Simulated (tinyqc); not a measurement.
# Access strength from the read disturbance

Problem. Transistor (EKV form, voltages against the body): I = 2 n b Vt^2 [F(vp - Vs) - F(vp - Vd)] from drain to source, F(v) = ln^2(1 + exp(v/(2 Vt))), vp = (Vg - VT + sg |Vd - Vs|)/n. n-channel bodies are at 0; for the p-channel device all voltages are counted down from Vdd. b in uA/V^2 gives I in uA. In an SRAM read the low node Q obeys In(gate QB, drain Q) = Ip(gate QB, drain Q) + Ia, where the access transistor (threshold VTn) has its gate and drain at Vdd and its source at Q. Find Ia, ba and the cell ratio bn/ba.

Values chosen for this exercise: temperature T = 293 K; supply voltage Vdd = 0.8 V; slope factor n = 1.2; drain-induced barrier lowering sg = 0.041; n-channel threshold VTn = 0.34 V; p-channel threshold (magnitude) VTp = 0.26 V; gain factor of the pull-down transistor bn = 390 uA/V^2; gain factor of the pull-up transistor bp = 170 uA/V^2.

Constants: q = 1.602176634e-19 C, kB = 1.380649e-23 J/K, Vt = kB T/q. Results are converted to the units shown.

Q and QB in the read (V): [0.095751160, 0.79999286]

Solution. The node equation gives Ia, which is proportional to ba.

Ia = 15.16 uA
ba = 260.0 uA/V^2
cell ratio = 1.500

Numbers from tinyqc (`OMP_NUM_THREADS=1 python tinyqc.py 2340162 2340163 out.jsonl`; about 0.2 s on one thread of a shared Intel Xeon 2.30GHz).
